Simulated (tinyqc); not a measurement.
Trap in a gate oxide as a short-range spherical well, step by step. Values are carried at full precision from step to step, so a last printed digit may differ when a step is redone from the rounded ones.

A spherical well of radius R and depth V0 below the conduction edge, one mass m, c = hbar^2/2m0. The s level at binding Et solves k cot(k R) = -kappa with k = sqrt(m (V0 - Et)/c), kappa = sqrt(m Et/c); it exists for V0 > Vc = c (pi/2R)^2/m. Outside, psi falls as exp(-kappa r)/r.

Constants: hbar^2/2m0 = 3.80998211 eV angstrom^2; fine-structure constant alpha = 0.007297352564; hc = 1239.841984 eV nm; kB = 8.617333262e-05 eV/K.

Values chosen for the exercise (near those of SiO2 on 4H SiC; not measured data): R = 3.6 angstrom (radius of the well); V0 = 5.27 eV (depth of the well); m = 0.474 m0 (mass); n_r = 1.44 (refractive index); dEc = 2.8 eV (conduction offset to the channel); Fox = 2.4 MV/cm (oxide field, lowering levels away from the channel); t0 = 11 x 1e-11 s (time constant at the interface); T = 200 K (temperature); EF = 0.01 eV (Fermi level above the channel edge); x = 10 angstrom (depth of the trap).

## The bound level

Solve for Et; the share outside is [sin^2(kR)/(2 kappa)]/[sin^2(kR)/(2 kappa) + R/2 - sin(2kR)/(4k)].

Et = 2.1124 eV
k = 0.6268 1/angstrom
kappa = 0.5126 1/angstrom
share outside = 0.211
Vc = 1.530 eV

The well is 3.44 times the critical depth. Since dEt/dV0 equals the share inside, 0.79, a 1 % change of V0 moves Et by 2.0 %. The decay length is 2.0 angstrom, 0.5 times R.

## Peak of the photo-ionisation cross-section

Lucovsky model (delta well, plane-wave final states, no local-field factor): sigma = (32 pi alpha c/(3 n_r m Et)) (x - 1)^(3/2)/x^3, x = h nu/Et, c = hbar^2/2m0; 1 angstrom^2 = 1e-16 cm^2.

The maximum lies at x = 2. Give the photon energy, its wavelength and sigma there.

h nu = 4.225 eV
wavelength = 293 nm
sigma = 8.08 x 1e-18 cm^2

With 21 % of the state outside the well the delta-well form is only a rough model of this centre.

## Level, tunnelling time and occupation

Energies from the conduction edge of the channel. The trap level at depth x is E_T = dEc - Et - e Fox x (1 MV/cm = 0.01 eV/angstrom). An electron at the channel edge tunnels with the WKB exponent S = (4/3) sqrt(m/c) [dEc^(3/2) - (dEc - e Fox x)^(3/2)]/(e Fox), c = hbar^2/2m0; tau = t0 exp(S); the occupation is f = 1/(1 + exp((E_T - EF)/kB T)), tau_c = tau/f and tau_e = tau/(1 - f). Lattice relaxation is left out; a level below the channel edge needs phonons as well, so tau is then a lower bound, while a level above it can also empty elastically at its own energy, through a thinner barrier, faster than this tau.

Give E_T, S, tau and ln(tau_c/tau_e) = (E_T - EF)/kB T.

E_T = 0.448 eV
S = 11.548
tau = 1.14e-05 s
ln(tau_c/tau_e) = 25.4

The level lies 25 kB T above EF, so the trap is mostly empty. A flat barrier would give S = 2 sqrt(m dEc/c) x = 11.80.

## Checks

- Et from the radial equation on a grid against the matching condition, eV: both 2.11.

Run: tinyqc, `OMP_NUM_THREADS=1 python tinyqc.py 1251720 1251721 out.jsonl`; Intel(R) Xeon(R) Processor @ 2.30GHz, one thread, shared host; about 0.01 s of CPU time with all checks.
